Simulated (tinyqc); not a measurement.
Surface potential of a MOS transistor: implicit equation and explicit approximations: one step of the calculation.

p-type body, charge-sheet picture, depletion and inversion only, full ionisation (an idealisation for deep acceptors), Boltzmann statistics (rough once Na exp(x - xn) passes about Nc/7). In units of Vt: xg = (Vg - Vfb)/Vt, x = psi/Vt, G = gamma/sqrt(Vt), xn = (2 phiF + Vc)/Vt. The implicit equation is (xg - x)^2 = G^2 [x - 1 + exp(x - xn)] for x above about 3. Cox = eps0 eox/tox.

Question. New x. D = exp(x - xn), f = (xg - x)^2 - G^2 (x - 1 + D), f' = -2 (xg - x) - G^2 (1 + D), x(new) = x - f/f'.

x at the start = 38.7
G = 0.30669534
xn = 29.457732
xg = 60.675052

Give: D; f; f'; x after iteration 1.

Answer.

D = 10324
f = -491.78
f' = -1015.2
x after iteration 1 = 38.216

Program tinyqc, `OMP_NUM_THREADS=1 python tinyqc.py 2122016 2122017 out.jsonl`; Intel Xeon 2.30GHz, shared host, one thread, about 0.01 s.
